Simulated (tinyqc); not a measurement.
UHF in the 6-31g basis, for H2-, spin multiplicity 2, step by step. The basis has no diffuse functions, so it cannot describe the extra electron: this is an exercise in the method, not the real anion. Computed by tinyqc, a small Python program that keeps every step (integrals from PySCF). Settings: charge = -1, multiplicity = 2, basis = 6-31g, energy threshold = 1e-10, iteration cap = 67, orthogonalisation = symmetric, start = Wolfsberg-Helmholz matrix, DIIS depth = 0, method = UHF. Command: `OMP_NUM_THREADS=1 python tinyqc.py 27966 27967 out.jsonl` (the two numbers bound the seeds that draw the settings). One thread of a shared host (Intel(R) Xeon(R) Processor @ 2.60GHz), about 0.08 s of CPU time with the checks. Later iterations appear only in the table of the cycle.

## One-electron integrals

Geometry (angstrom):

| atom | x | y | z |
|---|---|---|---|
| H | 0.000000 | 0.000000 | 0.000000 |
| H | 0.000000 | 0.000000 | 1.392000 |

Basis 6-31g: exponents (1/bohr^2) and contraction coefficients of normalised primitives:

| element | l (shell) | exponent | coefficient |
|---|---|---|---|
| H | s (1) | 18.731137 | 0.033495 |
| H | s (1) | 2.825394 | 0.234727 |
| H | s (1) | 0.640122 | 0.813757 |
| H | s (2) | 0.161278 | 1.000000 |

Overlap, kinetic and nuclear-attraction integrals over the contracted functions; the nuclear repulsion is the sum of Za Zb / Rab.

nuclear repulsion = 0.38015604 hartree

overlap S, lower triangle:
```
          1H 1s     1H 2s     2H 1s     2H 2s
1H 1s  1.000000
1H 2s  0.658292  1.000000
2H 1s  0.079527  0.265315  1.000000
2H 2s  0.265315  0.572362  0.658292  1.000000
```

kinetic energy T (hartree), lower triangle:
```
           1H 1s     1H 2s     2H 1s     2H 2s
1H 1s   1.395678
1H 2s   0.259735  0.241917
2H 1s  -0.049258  0.041049  1.395678
2H 2s   0.041049  0.086957  0.259735  0.241917
```

nuclear attraction V (hartree), lower triangle:
```
           1H 1s      1H 2s      2H 1s      2H 2s
1H 1s  -2.033380
1H 2s  -0.992372  -1.007847
2H 1s  -0.121794  -0.400272  -2.033380
2H 2s  -0.400272  -0.617261  -0.992372  -1.007847
```

core Hamiltonian H = T + V (hartree), lower triangle:
```
           1H 1s      1H 2s      2H 1s      2H 2s
1H 1s  -0.637702
1H 2s  -0.732637  -0.765930
2H 1s  -0.171052  -0.359223  -0.637702
2H 2s  -0.359223  -0.530304  -0.732637  -0.765930
```

## Two-electron integrals

Functions are numbered as in S; the eight-fold symmetry (ij|kl) = (ji|kl) = (kl|ij) leaves the list below.

Two-electron integrals (ij|kl) in chemists' order, unique and non-zero (hartree):
```
(11|11) 1.076566   (21|11) 0.578470   (21|21) 0.329423   (22|11) 0.587396
(22|21) 0.361304   (22|22) 0.453150   (31|11) 0.054509   (31|21) 0.032989
(31|22) 0.039682   (31|31) 0.005707   (32|11) 0.120961   (32|21) 0.077683
(32|22) 0.106186   (32|31) 0.015309   (32|32) 0.052672   (33|11) 0.379623
(33|21) 0.248737   (33|22) 0.359876   (33|31) 0.054509   (33|32) 0.221349
(33|33) 1.076566   (41|11) 0.221349   (41|21) 0.127559   (41|22) 0.142572
(41|31) 0.015309   (41|32) 0.037091   (41|33) 0.120961   (41|41) 0.052672
(42|11) 0.290177   (42|21) 0.181648   (42|22) 0.237138   (42|31) 0.026073
(42|32) 0.078738   (42|33) 0.290177   (42|41) 0.078738   (42|42) 0.148452
(43|11) 0.248737   (43|21) 0.162235   (43|22) 0.232474   (43|31) 0.032989
(43|32) 0.127559   (43|33) 0.578470   (43|41) 0.077683   (43|42) 0.181648
(43|43) 0.329423   (44|11) 0.359876   (44|21) 0.232474   (44|22) 0.328765
(44|31) 0.039682   (44|32) 0.142572   (44|33) 0.587396   (44|41) 0.106186
(44|42) 0.237138   (44|43) 0.361304   (44|44) 0.453150
```

## Orthogonalisation

S = U s U^T; symmetric (Loewdin) form X = U s^(-1/2) U^T, so that X^T S X = 1.

eigenvalues of S: 0.210210  0.370031  1.137900  2.281859

X, lower triangle:
```
           1H 1s      1H 2s      2H 1s     2H 2s
1H 1s   1.254224
1H 2s  -0.500593   1.458004
2H 1s   0.025296   0.026223   1.254224
2H 2s   0.026223  -0.431607  -0.500593  1.458004
```

## Starting guess

The start is the generalised Wolfsberg-Helmholz matrix (K = 1.75) built on H; D(s) = C_occ C_occ^T for each spin.

D(alpha) at the start, lower triangle:
```
           1H 1s      1H 2s     2H 1s     2H 2s
1H 1s   0.358334
1H 2s   0.286132   0.309686
2H 1s  -0.274782  -0.109924  0.358334
2H 2s  -0.109924   0.061926  0.286132  0.309686
```

D(beta) at the start, lower triangle:
```
          1H 1s     1H 2s     2H 1s     2H 2s
1H 1s  0.041776
1H 2s  0.088104  0.185806
2H 1s  0.041776  0.088104  0.041776
2H 2s  0.088104  0.185806  0.088104  0.185806
```

## Iteration 1: building the Fock matrix

J_ij = sum D_kl (ij|kl) with D = D(alpha) + D(beta), K_ij = sum D_kl (ik|jl) for each spin; F = H + J - K(s); E = tr D H + tr D J / 2 - 0.5 sum_s tr D(s) K(s) + E_nn.

Coulomb J (hartree), lower triangle:
```
          1H 1s     1H 2s     2H 1s     2H 2s
1H 1s  1.774577
1H 2s  1.058849  1.299018
2H 1s  0.141249  0.441797  1.774577
2H 2s  0.441797  0.793652  1.058849  1.299018
```

exchange K(alpha) (hartree), lower triangle:
```
          1H 1s     1H 2s     2H 1s     2H 2s
1H 1s  0.775871
1H 2s  0.548406  0.498444
2H 1s  0.023692  0.214054  0.775871
2H 2s  0.214054  0.330194  0.548406  0.498444
```

exchange K(beta) (hartree), lower triangle:
```
          1H 1s     1H 2s     2H 1s     2H 2s
1H 1s  0.317611
1H 2s  0.306727  0.350615
2H 1s  0.160210  0.233045  0.317611
2H 2s  0.233045  0.307746  0.306727  0.350615
```

F(alpha) (hartree), lower triangle:
```
           1H 1s      1H 2s      2H 1s     2H 2s
1H 1s   0.361004
1H 2s  -0.222194   0.034644
2H 1s  -0.053495  -0.131480   0.361004
2H 2s  -0.131480  -0.066846  -0.222194  0.034644
```

F(beta) (hartree), lower triangle:
```
           1H 1s      1H 2s     2H 1s     2H 2s
1H 1s   0.819264
1H 2s   0.019485   0.182473
2H 1s  -0.190013  -0.150470  0.819264
2H 2s  -0.150470  -0.044398  0.019485  0.182473
```

total energy of this density = -0.79744339 hartree

## Iteration 1: diagonalisation and new density

Diagonalise F' = X^T F X, C = X C', fill 2 alpha and 1 beta electrons from the bottom; D(s) = C_occ C_occ^T. Each column has its largest component positive (the first on a tie).

F' = X^T F X (alpha) (hartree), lower triangle:
```
           1          2          3         4
1   0.848582
2  -0.660125   0.518851
3   0.076953  -0.054908   0.848582
4  -0.054908  -0.139177  -0.660125  0.518851
```

orbital energies (alpha) (hartree): MO1 -0.112747, MO2 0.106952, MO3 1.322705, MO4 1.417956

coefficients C (alpha):
```
            MO1        MO2        MO3        MO4
1H 1s  0.236905   0.309612  -0.893331   0.935401
1H 2s  0.407491   0.737163   1.175021  -0.687903
2H 1s  0.236905  -0.309612   0.893331   0.935401
2H 2s  0.407491  -0.737163  -1.175021  -0.687903
```

F' = X^T F X (beta) (hartree), lower triangle:
```
           1          2          3         4
1   1.293722
2  -0.544044   0.583209
3  -0.073453  -0.106614   1.293722
4  -0.106614  -0.168598  -0.544044  0.583209
```

orbital energies (beta) (hartree): MO1 0.052177, MO2 0.524688, MO3 1.582703, MO4 1.594294

coefficients C (beta):
```
            MO1        MO2        MO3        MO4
1H 1s  0.147242   0.069822   0.953635  -0.942881
1H 2s  0.470815   1.014187  -0.646214   0.946313
2H 1s  0.147242  -0.069822   0.953635   0.942881
2H 2s  0.470815  -1.014187  -0.646214  -0.946313
```

D(alpha) after iteration 1, lower triangle:
```
           1H 1s      1H 2s     2H 1s     2H 2s
1H 1s   0.151984
1H 2s   0.324771   0.709457
2H 1s  -0.039736  -0.131698  0.151984
2H 2s  -0.131698  -0.377360  0.324771  0.709457
```

D(beta) after iteration 1, lower triangle:
```
          1H 1s     1H 2s     2H 1s     2H 2s
1H 1s  0.021680
1H 2s  0.069324  0.221666
2H 1s  0.021680  0.069324  0.021680
2H 2s  0.069324  0.221666  0.069324  0.221666
```

## Iteration 2: building the Fock matrix

As before.

Coulomb J (hartree), lower triangle:
```
          1H 1s     1H 2s     2H 1s     2H 2s
1H 1s  1.651883
1H 2s  1.000699  1.254270
2H 1s  0.132689  0.416572  1.651883
2H 2s  0.416572  0.761929  1.000699  1.254270
```

exchange K(alpha) (hartree), lower triangle:
```
          1H 1s     1H 2s     2H 1s     2H 2s
1H 1s  0.653659
1H 2s  0.521770  0.509749
2H 1s  0.066714  0.209584  0.653659
2H 2s  0.209584  0.315871  0.521770  0.509749
```

exchange K(beta) (hartree), lower triangle:
```
          1H 1s     1H 2s     2H 1s     2H 2s
1H 1s  0.284665
1H 2s  0.290653  0.351056
2H 1s  0.147295  0.222776  0.284665
2H 2s  0.222776  0.308867  0.290653  0.351056
```

F(alpha) (hartree), lower triangle:
```
           1H 1s      1H 2s      2H 1s      2H 2s
1H 1s   0.360522
1H 2s  -0.253707  -0.021409
2H 1s  -0.105077  -0.152235   0.360522
2H 2s  -0.152235  -0.084246  -0.253707  -0.021409
```

F(beta) (hartree), lower triangle:
```
           1H 1s      1H 2s      2H 1s     2H 2s
1H 1s   0.729516
1H 2s  -0.022591   0.137284
2H 1s  -0.185658  -0.165427   0.729516
2H 2s  -0.165427  -0.077242  -0.022591  0.137284
```

total energy of this density = -0.94084919 hartree

## Iteration 2: diagonalisation and new density

As before.

F' = X^T F X (alpha) (hartree), lower triangle:
```
           1          2          3         4
1   0.869613
2  -0.677933   0.448545
3   0.017605  -0.050141   0.869613
4  -0.050141  -0.107071  -0.677933  0.448545
```

orbital energies (alpha) (hartree): MO1 -0.163182, MO2 0.058765, MO3 1.348859, MO4 1.391875

coefficients C (alpha):
```
            MO1        MO2        MO3        MO4
1H 1s  0.239734   0.247176  -0.912581   0.934680
1H 2s  0.405407   0.816554   1.121304  -0.689133
2H 1s  0.239734  -0.247176   0.912581   0.934680
2H 2s  0.405407  -0.816554  -1.121304  -0.689133
```

F' = X^T F X (beta) (hartree), lower triangle:
```
           1          2          3         4
1   1.194442
2  -0.541645   0.552164
3  -0.062302  -0.106924   1.194442
4  -0.106924  -0.183440  -0.541645  0.552164
```

orbital energies (beta) (hartree): MO1 -0.002125, MO2 0.489342, MO3 1.502989, MO4 1.503006

coefficients C (beta):
```
            MO1        MO2        MO3        MO4
1H 1s  0.157915   0.104194   0.951926  -0.939704
1H 2s  0.463547   0.978967  -0.651447   0.982703
2H 1s  0.157915  -0.104194   0.951926   0.939704
2H 2s  0.463547  -0.978967  -0.651447  -0.982703
```

D(alpha) after iteration 2, lower triangle:
```
           1H 1s      1H 2s     2H 1s     2H 2s
1H 1s   0.118569
1H 2s   0.299023   0.831115
2H 1s  -0.003623  -0.104643  0.118569
2H 2s  -0.104643  -0.502405  0.299023  0.831115
```

D(beta) after iteration 2, lower triangle:
```
          1H 1s     1H 2s     2H 1s     2H 2s
1H 1s  0.024937
1H 2s  0.073201  0.214876
2H 1s  0.024937  0.073201  0.024937
2H 2s  0.073201  0.214876  0.073201  0.214876
```

Within a degenerate level the vectors are fixed only up to a rotation; this is one choice.

## Iteration 3: building the Fock matrix

As before.

Coulomb J (hartree), lower triangle:
```
          1H 1s     1H 2s     2H 1s     2H 2s
1H 1s  1.629551
1H 2s  0.989851  1.245532
2H 1s  0.131100  0.411843  1.629551
2H 2s  0.411843  0.755666  0.989851  1.245532
```

exchange K(alpha) (hartree), lower triangle:
```
          1H 1s     1H 2s     2H 1s     2H 2s
1H 1s  0.619200
1H 2s  0.509725  0.509389
2H 1s  0.077323  0.209200  0.619200
2H 2s  0.209200  0.312714  0.509725  0.509389
```

exchange K(beta) (hartree), lower triangle:
```
          1H 1s     1H 2s     2H 1s     2H 2s
1H 1s  0.290794
1H 2s  0.293773  0.351144
2H 1s  0.149738  0.224800  0.290794
2H 2s  0.224800  0.308813  0.293773  0.351144
```

F(alpha) (hartree), lower triangle:
```
           1H 1s      1H 2s      2H 1s      2H 2s
1H 1s   0.372649
1H 2s  -0.252511  -0.029788
2H 1s  -0.117275  -0.156581   0.372649
2H 2s  -0.156581  -0.087352  -0.252511  -0.029788
```

F(beta) (hartree), lower triangle:
```
           1H 1s      1H 2s      2H 1s     2H 2s
1H 1s   0.701054
1H 2s  -0.036559   0.128457
2H 1s  -0.189690  -0.172181   0.701054
2H 2s  -0.172181  -0.083450  -0.036559  0.128457
```

total energy of this density = -0.94914361 hartree

## Iteration 3: diagonalisation and new density

As before.

F' = X^T F X (alpha) (hartree), lower triangle:
```
           1          2          3         4
1   0.884222
2  -0.675583   0.432465
3   0.004119  -0.051701   0.884222
4  -0.051701  -0.100038  -0.675583  0.432465
```

orbital energies (alpha) (hartree): MO1 -0.168206, MO2 0.058665, MO3 1.353942, MO4 1.388974

coefficients C (alpha):
```
            MO1        MO2        MO3        MO4
1H 1s  0.236709   0.228934  -0.917327   0.935451
1H 2s  0.407635   0.838746   1.104802  -0.687817
2H 1s  0.236709  -0.228934   0.917327   0.935451
2H 2s  0.407635  -0.838746  -1.104802  -0.687817
```

F' = X^T F X (beta) (hartree), lower triangle:
```
           1          2          3         4
1   1.164588
2  -0.544228   0.549796
3  -0.063873  -0.109175   1.164588
4  -0.109175  -0.184044  -0.544228  0.549796
```

orbital energies (beta) (hartree): MO1 -0.016418, MO2 0.480717, MO3 1.481585, MO4 1.482885

coefficients C (beta):
```
            MO1        MO2        MO3        MO4
1H 1s  0.167249   0.115025  -0.938439   0.950330
1H 2s  0.457131   0.967568   0.993929  -0.655965
2H 1s  0.167249  -0.115025   0.938439   0.950330
2H 2s  0.457131  -0.967568  -0.993929  -0.655965
```

D(alpha) after iteration 3, lower triangle:
```
           1H 1s      1H 2s     2H 1s     2H 2s
1H 1s   0.108442
1H 2s   0.288508   0.869661
2H 1s   0.003620  -0.095526  0.108442
2H 2s  -0.095526  -0.537328  0.288508  0.869661
```

D(beta) after iteration 3, lower triangle:
```
          1H 1s     1H 2s     2H 1s     2H 2s
1H 1s  0.027972
1H 2s  0.076455  0.208969
2H 1s  0.027972  0.076455  0.027972
2H 2s  0.076455  0.208969  0.076455  0.208969
```

## Iteration 14 (converged): orbitals

converged F(alpha) (hartree), lower triangle:
```
           1H 1s      1H 2s      2H 1s      2H 2s
1H 1s   0.384950
1H 2s  -0.248541  -0.033136
2H 1s  -0.120747  -0.157018   0.384950
2H 2s  -0.157018  -0.088977  -0.248541  -0.033136
```

converged F(beta) (hartree), lower triangle:
```
           1H 1s      1H 2s      2H 1s     2H 2s
1H 1s   0.682194
1H 2s  -0.045853   0.125055
2H 1s  -0.194362  -0.177295   0.682194
2H 2s  -0.177295  -0.085680  -0.045853  0.125055
```

As before.

F' = X^T F X (alpha) (hartree), lower triangle:
```
           1          2          3         4
1   0.897563
2  -0.672853   0.423843
3  -0.000178  -0.051933   0.897563
4  -0.051933  -0.098110  -0.672853  0.423843
```

orbital energies (alpha) (hartree): MO1 -0.167549, MO2 0.061120, MO3 1.358574, MO4 1.390669

coefficients C (alpha):
```
            MO1        MO2        MO3        MO4
1H 1s  0.231757   0.218758  -0.919807   0.936690
1H 2s  0.411268   0.850933   1.095444  -0.685651
2H 1s  0.231757  -0.218758   0.919807   0.936690
2H 2s  0.411268  -0.850933  -1.095444  -0.685651
```

F' = X^T F X (beta) (hartree), lower triangle:
```
           1          2          3         4
1   1.145266
2  -0.547055   0.551297
3  -0.066855  -0.111487   1.145266
4  -0.111487  -0.182743  -0.547055  0.551297
```

orbital energies (beta) (hartree): MO1 -0.024616, MO2 0.476231, MO3 1.469931, MO4 1.471580

coefficients C (beta):
```
            MO1        MO2        MO3        MO4
1H 1s  0.175791   0.122052  -0.937551   0.948787
1H 2s  0.451212   0.960095   1.001150  -0.660051
2H 1s  0.175791  -0.122052   0.937551   0.948787
2H 2s  0.451212  -0.960095  -1.001150  -0.660051
```

D(alpha) after iteration 14, lower triangle:
```
           1H 1s      1H 2s     2H 1s     2H 2s
1H 1s   0.101567
1H 2s   0.281463   0.893227
2H 1s   0.005856  -0.090834  0.101567
2H 2s  -0.090834  -0.554945  0.281463  0.893227
```

D(beta) after iteration 14, lower triangle:
```
          1H 1s     1H 2s     2H 1s     2H 2s
1H 1s  0.030903
1H 2s  0.079319  0.203592
2H 1s  0.030903  0.079319  0.030903
2H 2s  0.079319  0.203592  0.079319  0.203592
```

## Convergence

Stop when the energy changes by less than 1e-10 hartree and every element of the error matrix X^T (F D S - S D F) X (for each spin) is below 3e-06.

Course of the cycle:

| iteration | E (hartree) | change | largest element of the error matrix |
|---|---|---|---|
| 1 | -0.79744339 | - | 2.00e-01 |
| 2 | -0.94084919 | -1.43e-01 | 4.68e-02 |
| 3 | -0.94914361 | -8.29e-03 | 1.54e-02 |
| 4 | -0.95007945 | -9.36e-04 | 6.40e-03 |
| 5 | -0.95023064 | -1.51e-04 | 2.76e-03 |
| 6 | -0.95025819 | -2.76e-05 | 1.20e-03 |
| 7 | -0.95026338 | -5.19e-06 | 5.26e-04 |
| 8 | -0.95026437 | -9.84e-07 | 2.30e-04 |
| 9 | -0.95026455 | -1.87e-07 | 1.00e-04 |
| 10 | -0.95026459 | -3.56e-08 | 4.37e-05 |
| 11 | -0.95026459 | -6.77e-09 | 1.91e-05 |
| 12 | -0.95026460 | -1.29e-09 | 8.32e-06 |
| 13 | -0.95026460 | -2.45e-10 | 3.63e-06 |
| 14 | -0.95026460 | -4.66e-11 | 1.58e-06 |

PySCF UHF in the same basis, after a stability check = -0.95026460 hartree

Converged in 14 iterations.

## Populations, bond orders and dipole

Mulliken: Z minus the diagonal of D S on the atom; Loewdin: the same with S^(1/2) D S^(1/2); Mayer order: 2 sum_s sum (D(s) S)_ij (D(s) S)_ji over the two atoms.

Charges (e):

| atom | Mulliken | Loewdin | Mulliken spin |
|---|---|---|---|
| 1H | -0.500000 | -0.500000 | 0.500000 |
| 2H | -0.500000 | -0.500000 | 0.500000 |

Mayer bond orders:

| pair | order |
|---|---|
| 2-1 | 0.423770 |

dipole moment about the origin, x y z (debye): 0.000000  0.000000  -3.343030

<S^2> of the determinant (pure state: 0.75) = 0.753518
